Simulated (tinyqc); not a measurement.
Inside a calculation. Model: thermal stress and diffusional relaxation in a metal film: Coble and Nabarro-Herring creep, cooling and holds. Computed by tinyqc, a small Python program that keeps every step. Command: `OMP_NUM_THREADS=1 python tinyqc.py 3023201 3023202 out.jsonl creep walk`. One thread of a shared host (Intel(R) Xeon(R) Processor @ 2.30GHz), about 0.08 s of CPU time with the checks. Intermediate numbers are printed to about 7 digits and carried at full precision; extremes and crossings named in words are read from the listed rows.

A thin film on a rigid substrate is stress-free at T0. Tension is positive and the film creeps linearly: d sigma/dt = -M (mismatch) dT/dt - sigma/tau.

Inputs (values chosen for the exercise, modelled on copper films on silicon):

| quantity | value | unit |
|---|---|---|
| biaxial modulus M | 200 | GPa |
| expansion mismatch | 14.4 | 1e-6/K |
| atomic volume Omega | 11.8 | angstrom^3 |
| lattice prefactor D0 | 2.1e-05 | m^2/s |
| lattice energy E | 2.05 | eV |
| boundary prefactor (delta D_b)0 | 3.6e-15 | m^3/s |
| boundary energy E_b | 1.04 | eV |
| grain size d | 0.4 | um |
| stress-free temperature T0 | 400 | C |
| hold temperature T | 130 | C |
| hold time t | 6.6 | h |
| cooling rate | 100 | C/min |
| yield stress | 230 | MPa |

Constants: k_B = 1.380649e-23 J/K; k_B = 8.617333262e-05 eV/K.

## Elastic stress after a quench

Thermoelastic slope = M x mismatch; sigma_0 = slope x (T0 - T).

thermoelastic slope = 2.88 MPa/K

stress after a quench sigma_0 = 777.6 MPa

Caution: the elastic stress exceeds the yield stress, so dislocation glide would cap it first.

## Creep at the hold temperature

Creep rate per stress: Nabarro-Herring 14 D Omega/(k_B T d^2), Coble (14 pi) delta D_b Omega/(k_B T d^3), with D = D0 exp(-E/(k_B T)), delta D_b = (delta D_b)0 exp(-E_b/(k_B T)); 1/tau = M x (sum of both)/2 (biaxial strain rate is half the uniaxial one). Temperatures in kelvin are T(C) + 273.15. sigma(t) = sigma_0 exp(-t/tau), relaxed part sigma_0 - sigma(t); the grain size where both mechanisms are equal is pi delta D_b/D.

Nabarro-Herring rate = 9.194100e-26 1/(Pa s)

Coble rate = 5.232297e-16 1/(Pa s)

relaxation time tau = 5.308907 h

stress after the hold = 224.3076 MPa

stress relaxed during the hold = 553.2924 MPa

crossover grain size = 2.276372e+09 um

Coble creep is 5.7e9 times as fast as Nabarro-Herring creep at this grain size. The crossover size is formal, far above any film grain. Caution: bulk creep laws overstate relaxation in a bonded film, where the substrate constrains boundary diffusion, and dislocation glide is left out.

## Stress after cooling to room temperature

Cooling from T0 at the constant rate: d sigma/dT = -slope + sigma/(tau(T) x rate), integrated to 25 C (stiff solver, tolerance 1e-9). Effective stress-free temperature T_eff = 25 C + sigma/slope.

stress at 25 C = 658.6750 MPa

effective stress-free temperature = 253.7066 C

Creep during cooling removes 39.0 % of the elastic value. Caution: bulk creep laws overstate relaxation in a bonded film, and dislocation glide would cap stresses above the yield stress.

## Where a fixed hold relaxes most

For each hold temperature: sigma_0 = slope (T0 - T), relaxed stress sigma_0 (1 - exp(-t/tau)), initial rate sigma_0/tau. In confined lines the relaxed part appears as void volume.

Holds:

| T (C) | sigma_0 (MPa) | tau (h) | relaxed (MPa) | initial rate (MPa/h) |
|---|---|---|---|---|
| 25 | 1080.0 | 1.487894e+05 | 4.790558e-02 | 7.258582e-03 |
| 65 | 964.8 | 1.405202e+03 | 4.520880e+00 | 6.865917e-01 |
| 105 | 849.6 | 3.603451e+01 | 1.421918e+02 | 2.357740e+01 |
| 145 | 734.4 | 1.881453e+00 | 7.123981e+02 | 3.903366e+02 |
| 185 | 619.2 | 1.658811e-01 | 6.192000e+02 | 3.732793e+03 |
| 225 | 504.0 | 2.175341e-02 | 5.040000e+02 | 2.316879e+04 |
| 265 | 388.8 | 3.881577e-03 | 3.888000e+02 | 1.001655e+05 |
| 305 | 273.6 | 8.836874e-04 | 2.736000e+02 | 3.096118e+05 |
| 345 | 158.4 | 2.447442e-04 | 1.584000e+02 | 6.472063e+05 |
| 385 | 43.2 | 7.954423e-05 | 4.320000e+01 | 5.430941e+05 |

The relaxed stress peaks at 145 C among these rows: colder holds have more stress but slower diffusion, hotter ones faster diffusion but less stress. The initial rate peaks about k_B T^2/E_b = 38 K below T0 when boundaries dominate; its largest row is 345 C. Caution: dislocation glide would cap stresses above the yield stress; capping layers can block the surface and boundary paths, and threshold stresses are ignored.

Checks made by the program: cooling integral by quadrature (relative difference 2e-10).
